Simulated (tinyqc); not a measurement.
Polycrystalline film, grain-boundary barriers (Seto model): one step of the calculation.

One-dimensional grains of size Lg with donors N; each boundary has Qt acceptor-like traps per area at one level Et below the band edge. Trapped electrons qt deplete a width w = qt/N (both sides together) and raise a barrier Vb = q N w^2/(8 eps0 eps_r). Current crosses the barriers by thermionic emission at small bias. Abrupt depletion, full ionisation, Boltzmann statistics.

Problem. Trapped charge. w = qt/N, Vb = q N w^2/(8 eps0 eps_r), out = Qt/(1 + 2 (Nc/N) exp((Vb - Et)/Vt)); qt(new) = out.

Inputs (values chosen for the exercise); values close to those of polycrystalline silicon:

| symbol | value | unit | meaning |
|---|---|---|---|
| T | 325 | K | temperature |
| eps_r | 11.7 |  | relative permittivity of the semiconductor |
| Lg | 50 | nm | grain size |
| Qt | 2.8e12 | cm^-2 | trap density at a boundary |
| N | 2.4e18 | cm^-3 | donor density |
| Nc | 3.16e19 | cm^-3 | conduction-band density of states at T |
| Et | 0.38 | eV | trap level below the band edge |

Constants: q = 1.602176634e-19 C, kB = 1.380649e-23 J/K, Vt = kB T/q, eps0 = 8.8541878128e-14 F/cm where lengths are in cm. Results are converted to the units shown.

qt at the start = 2.6e12 cm^-2

Find: w; Vb; out; qt after iteration 1.

Solution.

w = 10.83 nm
Vb = 0.05445 V
out = 2.799e12 cm^-2
qt after iteration 1 = 2.799e12 cm^-2

Numbers from tinyqc (`OMP_NUM_THREADS=1 python tinyqc.py 2610018 2610019 out.jsonl`; about 0.01 s on one thread of a shared Intel Xeon 2.30GHz).
